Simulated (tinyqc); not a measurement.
Ballistic Schottky-barrier transistor with a one-dimensional channel, WKB contacts: two steps of the calculation.

Source Fermi level 0, drain Fermi level -Vd. Far from the contacts Ec = pn - psi, and the gate moves psi one to one; the band edges relax as exp(-x/lam) from pn at the source and pn - Vd at the drain; Ev = Ec - Eg. A carrier of energy w inside the channel band meets at a contact a barrier of height D (the contact edge beyond the channel edge): T = 1 for w >= D, else exp(-S), S = 4 lam sqrt(m/C) [sqrt(D - w) - sqrt(w) arctan sqrt((D - w)/w)], C = hbar^2/(2 m0). The two contacts combine as Ts Td/(Ts + Td - Ts Td).

Parameters, values chosen for the exercise; channel values close to those of a carbon nanotube: temperature T = 250 K; band gap Eg = 0.862 eV; barrier for electrons at both contacts pn = 0.32 eV; hole mass mp = 0.061 m0; valleys or subbands g = 2; screening length at the contacts lam = 1.7 nm; drain bias Vd = 0.7 V; band shift psi of the channel by the gate ps = -0.11 V; energy of one carrier inside the channel band w0 = 0.3 eV; upper end of the grid wm = 0.96 eV; points of the grid nE = 17.

Constants: q = 1.602176634e-19 C, kB = 1.380649e-23 J/K, hbar = 1.054571817e-34 J s, h = 6.62607015e-34 J s, m0 = 9.1093837015e-31 kg, Vt = kB T/q, hbar^2/(2 m0) = 0.0380998212 eV nm^2. Results are converted to the units shown.

Task 1. Transmission of one of the holes. S and T at both contacts for w = w0, and the tunnelling distance lam ln(D/w) at the higher barrier.

D for holes (eV): source 0.11000000, drain 0.81000000

Give: S at the source; S at the drain; combined T; tunnelling distance.

Result 1.

S at the source = 0
S at the drain = 1.8253
combined T = 0.16117
tunnelling distance = 1.6885 nm

Task 2. Current of the holes on a coarse grid. I = g (2 q^2/h) int T(w) [f(Es + w) - f(Ed + w)] dw, f(y) = 1/(1 + exp(y/Vt)). Electrons: Ds = psi, Dd = psi - Vd, Es = Ec, Ed = Ec + Vd. Holes: Ds = -psi, Dd = Vd - psi, Es = -Ev, Ed = -Ev - Vd. The size of each current is taken; both flow from drain to source and add. Simpson's rule on nE equally spaced w from 0 to wm.

Give: w; Ts; Td; T; size of the supply difference; current.

Result 2.

| point | w (eV) | Ts | Td | T | size of the supply difference |
|---|---|---|---|---|---|
| 0 | 0.0000 | 0.05763 | 4.334e-4 | 4.304e-4 | 1.000 |
| 1 | 0.0600 | 0.6945 | 0.008899 | 0.008864 | 0.9999 |
| 2 | 0.1200 | 1.000 | 0.02618 | 0.02618 | 0.9990 |
| 3 | 0.1800 | 1.000 | 0.05573 | 0.05573 | 0.9835 |
| 4 | 0.2400 | 1.000 | 0.1002 | 0.1002 | 0.7858 |
| 5 | 0.3000 | 1.000 | 0.1612 | 0.1612 | 0.1846 |
| 6 | 0.3600 | 1.000 | 0.2393 | 0.2393 | 0.01378 |
| 7 | 0.4200 | 1.000 | 0.3338 | 0.3338 | 8.619e-4 |
| 8 | 0.4800 | 1.000 | 0.4422 | 0.4422 | 5.324e-5 |
| 9 | 0.5400 | 1.000 | 0.5603 | 0.5603 | 3.286e-6 |
| 10 | 0.6000 | 1.000 | 0.6822 | 0.6822 | 2.028e-7 |
| 11 | 0.6600 | 1.000 | 0.8003 | 0.8003 | 1.252e-8 |
| 12 | 0.7200 | 1.000 | 0.9047 | 0.9047 | 7.728e-10 |
| 13 | 0.7800 | 1.000 | 0.9815 | 0.9815 | 4.770e-11 |
| 14 | 0.8400 | 1.000 | 1.000 | 1.000 | 2.944e-12 |
| 15 | 0.9000 | 1.000 | 1.000 | 1.000 | 1.817e-13 |
| 16 | 0.9600 | 1.000 | 1.000 | 1.000 | 1.122e-14 |

current = 1.834 uA

Range of the model: No scattering, image-force lowering, channel charge or band-to-band tunnelling; parabolic kappa overstates S deep in the gap.

Program tinyqc, `OMP_NUM_THREADS=1 python tinyqc.py 2390062 2390063 out.jsonl`; Intel Xeon 2.30GHz, shared host, one thread, about 0.08 s.
